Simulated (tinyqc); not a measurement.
Strain-driven roughening and islands of a mismatched epitaxial film: one step, computed by the program tinyqc. Command: `OMP_NUM_THREADS=1 python tinyqc.py 3018301 3018302 out.jsonl island walk`. One thread of a shared host (Intel(R) Xeon(R) Processor @ 2.30GHz), about 0.01 s of CPU time with the checks.

Film and substrate share isotropic elastic constants; the film is coherent and biaxially strained.

Task: A ripple of given wavelength. A ripple A cos(k x) has the surface chemical potential per volume [gamma k^2 - 2 (1 + nu) w k] A cos(k x), so k_c = 2 (1 + nu) w/gamma. With surface diffusion the amplitude grows at the rate q = B k^2 [2 (1 + nu) w k - gamma k^2], fastest at k_m = (3/4) k_c. B is the surface mobility. Stress at the trough = stress x (1 + 2 k A).

Inputs (values chosen for the exercise, for a model film):
```
quantity                                     value       unit
Poisson ratio nu                              0.19          -
surface energy gamma                          1.89      J/m^2
surface mobility D_s nu_s Omega^2/(k_B T)  8.7e-32  m^6/(J s)
initial ripple amplitude A0                   0.13         nm
ripple wavelength over the critical one       0.96          -
```

Transport: surface diffusion.

k_c = 0.1195735 1/nm

energy density w = 94.95544 MJ/m^3

growth time 1/q at k_m = 0.2820688 s

Give: k; rate q; q over the largest rate; stress concentration at A0.

Result:

k = 0.1246 1/nm

rate q = -1.583 1/s

q over the largest rate = -0.4465

stress concentration at A0 = 1.032

The ripple is shorter than critical and decays.
